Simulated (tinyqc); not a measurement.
# Abrupt p-n junction, non-linear Poisson equation by Newton steps: starts and damping rules compared

One dimension, p side on the left, n side on the right; net doping C = -Na for x < 0 and +Nd for x > 0. The potential psi is counted from the intrinsic level, and the quasi-Fermi potentials are flat: 0 for holes and -V for electrons, so n = ni exp((psi + V)/Vt) and p = ni exp(-psi/Vt) (Boltzmann statistics, full ionisation, no current). Under reverse bias this makes the minority densities vanishingly small everywhere; they play no part in the charge.

a_i = eps0 eps_r/h_i for the interval from node i to i + 1, with h_i = x_(i+1) - x_i in cm.

n_i = ni exp((psi_i + V)/Vt), p_i = ni exp(-psi_i/Vt), rho_i = p_i - n_i + C_i, g_i = (n_i + p_i)/Vt. Box widths w_i = (h_(i-1) + h_i)/2 in cm. Residual F_i = a_i (psi_(i+1) - psi_i) - a_(i-1) (psi_i - psi_(i-1)) + q rho_i w_i; Jacobian: a_(i-1) and a_i beside the diagonal, b_i = -a_(i-1) - a_i - q g_i w_i on it. The two end nodes are fixed.

Iterations until the largest undamped |d| is below 1e-9 V (the last, tiny step is counted), with a cap of 100; "overflow" would mean that an exponential left the range of double precision. Starts:
- neutral: psi_p = -Vt ln(Na/ni) on nodes with x < 0 and psi_n = Vt ln(Nd/ni) - V on the others.
- depletion: The parabolas of an abrupt Na-Nd junction in the depletion approximation: psi_p + q Na (x + xp)^2/(2 eps0 eps_r) for -xp < x < 0, psi_n - q Nd (xn - x)^2/(2 eps0 eps_r) for 0 < x < xn, flat outside, with W = sqrt(2 eps0 eps_r (psi_n - psi_p)(1/Na + 1/Nd)/q), xp = W Nd/(Na + Nd), xn = W Na/(Na + Nd), psi_p = -Vt ln(Na/ni), psi_n = Vt ln(Nd/ni) - V.
- linear: A straight line in x from psi_p = -Vt ln(Na/ni) at the first node to psi_n = Vt ln(Nd/ni) - V at the last.

Rules for the step d, which solves the tridiagonal system a_(i-1) d_(i-1) + b_i d_i + a_i d_(i+1) = -F_i:
- full Newton steps: the full step is added.
- logarithmic damping: each component d is damped to sign(d) Vt ln(1 + |d|/Vt) before it is added.
- steps capped at 4 Vt: if the largest |d| exceeds 4 Vt, the whole step is scaled down so that it equals 4 Vt.
- halved steps: half of the step is added while the largest |d| exceeds 1.5 Vt, the full step after that.

Values chosen for this exercise; band and dielectric values close to those of In0.53Ga0.47As: temperature T = 300 K; band gap Eg = 0.747 eV; relative permittivity eps_r = 13.7; conduction-band density of states at T Nc = 2.12e17 cm^-3; valence-band density of states at T Nv = 7.83e18 cm^-3; acceptor density of the p side Na = 3.7e15 cm^-3; donor density of the n side Nd = 2.8e16 cm^-3; bias of the p side against the n side V = -2.4 V.

Constants: q = 1.602176634e-19 C, kB = 1.380649e-23 J/K, Vt = kB T/q, eps0 = 8.8541878128e-14 F/cm where lengths are in cm. Results are converted to the units shown.

```
node  x (nm)  net doping C (cm^-3)
0      -2040               -3.7e15
1      -1070               -3.7e15
2       -544               -3.7e15
3       -260               -3.7e15
4       -106               -3.7e15
5      -22.5               -3.7e15
6       22.5                2.8e16
7         75                2.8e16
8        136                2.8e16
9        208                2.8e16
10       291                2.8e16
11       388                2.8e16
```

ni = 6.84739e11 cm^-3

Iterations needed:
```
           full Newton steps  logarithmic damping  steps capped at 4 Vt  halved steps
neutral                    8                   33                    26            12
depletion                  5                    6                     5             5
linear                    48                   20                    18            18
```

What do the numbers show?

The fewest iterations, 5, are needed by full Newton steps from the depletion start and steps capped at 4 Vt from the depletion start and halved steps from the depletion start. Every pairing converges. Lowest count for the worst start: halved steps, at most 18 iterations.

Computed by the program tinyqc: `OMP_NUM_THREADS=1 python tinyqc.py 2000090 2000091 out.jsonl`, one thread of a shared Intel Xeon 2.30GHz, about 0.03 s for the whole run.
